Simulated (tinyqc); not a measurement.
Liquidus of a compound AB in a simple-solution melt, liquid-phase epitaxy and vapour pressures: one step, computed by the program tinyqc. Command: `OMP_NUM_THREADS=1 python tinyqc.py 3027706 3027707 out.jsonl liq35 walk`. One thread of a shared host (Intel(R) Xeon(R) Processor @ 2.30GHz), about 0.04 s of CPU time with the checks.

x is the atom fraction of B in the melt. The melt is a simple solution: R T ln gamma_B = W (1 - x)^2, R T ln gamma_A = W x^2, W = a + b T. The solid AB is stoichiometric.

Problem. Vapour pressures and congruent evaporation. Liquidus (Vieland): f(x) = R T ln[4 x (1 - x)] + 2 W (1/2 - x)^2 + S_F (T_F - T) = 0. Over the A-rich liquidus: p_A = gamma_A (1 - x) exp(S_A/R - H_A/(R T)), p_B2 = [gamma_B x exp(S_B/R - H_B/(R T))]^2, in bar. Free evaporation is congruent while the A flux over this liquidus is at least the B flux; with A and B2 taken as equal in mass for the estimate, T_c solves p_A = 2 p_B2.

Inputs (values chosen for the exercise, modelled on GaSb for the melt): melting point T_F = 983 K; entropy of fusion S_F = 68 J/(mol K); interaction a = 19 kJ/mol; interaction slope b = -24.2 J/(mol K); saturation temperature T = 745 K; heat of evaporation of A = 236 kJ/mol; entropy of evaporation of A = 104 J/(mol K); heat of evaporation of B as (1/2) B2 = 99.3 kJ/mol; entropy of evaporation of B as (1/2) B2 = 59.4 J/(mol K).

Constants: R = 8.314462618 J/(mol K).

Give: log10 p_A; log10 p_B2; congruent temperature T_c.

Solution.

log10 p_A = -11.12

log10 p_B2 = -11.11

congruent temperature T_c = 705.7 K

T is above T_c: in vacuum B leaves faster and droplets of A form unless a B flux is supplied.
